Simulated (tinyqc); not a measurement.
Critical points: density of states of one tight-binding band on the simple cubic lattice.

E(k) = -2 t (c1 + c2 + c3) - 4 t2 (c1 c2 + c2 c3 + c3 c1) with ci = cos(2 pi ki); k in fractions of the reciprocal vectors, mesh k_i = j/N with j = 0 .. N-1. Densities are per cell and per spin, so the band holds one state.

Parameters, chosen for this exercise: t = 0.92 eV (nearest hopping); t2 = 0.1 eV (second hopping).

The gradient vanishes at these points by symmetry; the signs of the eigenvalues of the second-derivative matrix give the type.

Critical points:
```
point                k   E (eV)  positive  negative     type
Gamma        (0, 0, 0)  -6.7200         3         0  minimum
X          (0.5, 0, 0)  -1.4400         2         1   saddle
M        (0.5, 0.5, 0)   2.2400         1         2   saddle
R      (0.5, 0.5, 0.5)   4.3200         0         3  maximum
```

Gamma is a minimum at -6.720 eV: its contribution to g starts as a square root. X is a saddle at -1.440 eV: g has a square-root kink there. M is a saddle at 2.240 eV: g has a square-root kink there. R is a maximum at 4.320 eV: its contribution to g ends as a square root.

Run: tinyqc, `OMP_NUM_THREADS=1 python tinyqc.py 1682094 1682095 out.jsonl`; Intel(R) Xeon(R) Processor @ 2.30GHz, one thread, shared host; about 0.2 s of CPU time with all checks.
